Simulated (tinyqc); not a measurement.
# AlGaN/GaN HEMT with access regions, lumped model, step by step

Numbers from tinyqc (`OMP_NUM_THREADS=1 python tinyqc.py 2570101 2570102 out.jsonl`; about 0.01 s on one thread of a shared Intel Xeon 2.30GHz). Printed values are rounded.

A polarisation-induced electron sheet under a Schottky gate, in series with two ungated access regions and contacts. Drift law v = mu E/(1 + mu E/vs) under the gate. Currents in mA/mm, resistances in ohm mm. No self-heating, no channel-length modulation; fits for polarisation, barrier and offset are chosen for the exercise.

Values chosen for this exercise; values close to those of AlGaN/GaN structures: aluminium share of the barrier x = 0.18; barrier thickness d = 18 nm; relative permittivity of barrier and channel eps_r = 9.1; channel mobility mu = 1200 cm^2/(V s); saturation velocity vs = 1.1e7 cm/s; gate length Lg = 0.5 um; source access length Ls = 2 um; drain access length Ld = 4 um; resistance of each contact Rc = 0.29 ohm mm; share of the drain-access electrons removed by traps ft = 0.2; gate voltage Vg = 0 V; drain voltage Vd = 2 V; critical field Ec = 3 MV/cm; depth over which the depleted charge spreads te = 0.27 um; insulator under the field plate tf = 50 nm; relative permittivity of that insulator ei = 7.

Constants: q = 1.602176634e-19 C, eps0 = 8.8541878128e-14 F/cm where lengths are in cm. Results are converted to the units shown.

## Polarisation charge, threshold and sheet resistance

sigma = (5e13 x + 1.6e13 x^2) cm^-2, phiB = 0.84 + 1.3 x, dEc = 0.7 (1.71 x + x^2) in volts, Cb = eps0 eps_r/d, VT = phiB - dEc - q sigma/Cb, access density n0 = -Cb VT/q. Rsh = 1/(q mu n0); largest access current q n0 vs.

sigma = 9.51840e12 cm^-2
Cb = 0.447628 uF/cm^2
VT = -2.57102 V
n0 = 7.18311e12 cm^-2
Rsh = 724.095 ohm
q n0 vs = 1265.95 mA/mm

## Iteration 1: drain current

I at the start = 240 mA/mm

Access resistance R(L, n) = L/(q mu n sqrt(1 - (I/(q n vs))^2)); Rs = Rc + R(Ls, n0), Rd = Rc + R(Ld, (1 - ft) n0). Vg' = Vg - I Rs, Vd' = Vd - I (Rs + Rd); with u = Vg' - VT, Vc = vs Lg/mu and w the smaller of Vd' and Vc [sqrt(1 + 2 u/Vc) - 1] (0 if negative), the channel gives (mu Cb/Lg)(u w - w^2/2)/(1 + w/Vc). I(new) = I + 0.2 (channel current - I).

Rs = 1.76494 ohm mm
Rd = 4.01663 ohm mm
Vg' = -0.423585 V
Vd' = 0.612424 V
channel current = 518.534 mA/mm
I after iteration 1 = 295.707 mA/mm

## Iteration 2: drain current

As before.

Rs = 1.77939 ohm mm
Rd = 4.07543 ohm mm
Vg' = -0.526179 V
Vd' = 0.268688 V
channel current = 347.662 mA/mm
I after iteration 2 = 306.098 mA/mm

## Course of the iteration: drain current

Stop when I changes by less than 1e-6 mA/mm, or after 60 iterations. I must stay below q (1 - ft) n0 vs.

Course of the iteration:

| iteration | I (mA/mm) | \|change\| (mA/mm) |
|---|---|---|
| 1 | 295.707 | 55.7 |
| 2 | 306.098 | 10.4 |
| 3 | 303.040 | 3.06 |
| 4 | 304.204 | 1.16 |
| 5 | 303.789 | 0.415 |
| 6 | 303.941 | 0.152 |
| 7 | 303.886 | 0.0550 |
| 8 | 303.906 | 0.0200 |
| 9 | 303.898 | 7.27e-3 |
| 10 | 303.901 | 2.64e-3 |
| 11 | 303.900 | 9.61e-4 |
| 12 | 303.901 | 3.49e-4 |
| 13 | 303.900 | 1.27e-4 |
| 14 | 303.900 | 4.61e-5 |
| 15 | 303.900 | 1.68e-5 |
| 16 | 303.900 | 6.09e-6 |
| 17 | 303.900 | 2.21e-6 |
| 18 | 303.900 | 8.04e-7 |

Converged in 18 iterations. At the end each change is about 0.36 times the one before, with alternating sign: linear convergence. Of Vd, 10.8 % reaches the channel; the access current is 30 % of its limit.

## On-resistance and breakdown

sigma = (5e13 x + 1.6e13 x^2) cm^-2, phiB = 0.84 + 1.3 x, dEc = 0.7 (1.71 x + x^2) in volts, Cb = eps0 eps_r/d, VT = phiB - dEc - q sigma/Cb, access density n0 = -Cb VT/q. Ron = 2 Rc + Ls/(q mu n0) + Ld/(q mu (1 - ft) n0) + Lg/(mu Cb (Vg - VT)). Off state: a depleted stretch that holds the voltage V has the peak field sqrt(k V), k = 2 q n0/(eps0 eps_r te), so one edge holds V1 = Ec^2/k. The sheet under the plate pinches off at Vf = q n0 (1/Cb + tf/(eps0 ei)); beyond it the gate edge is screened. BV = V1 if Vf >= V1, else Vf + V1, and at most Ec Ld. Specific resistance Ron (Ls + Lg + Ld); figure of merit BV^2 over it.

Ron = 6.01072 ohm mm
Vf = 11.8553 V
V1 = 85.0635 V
BV = 96.9188 V
specific resistance = 0.390697 mohm cm^2
figure of merit = 24.0423 MW/cm^2

The plate raises BV by a factor of 1.14.
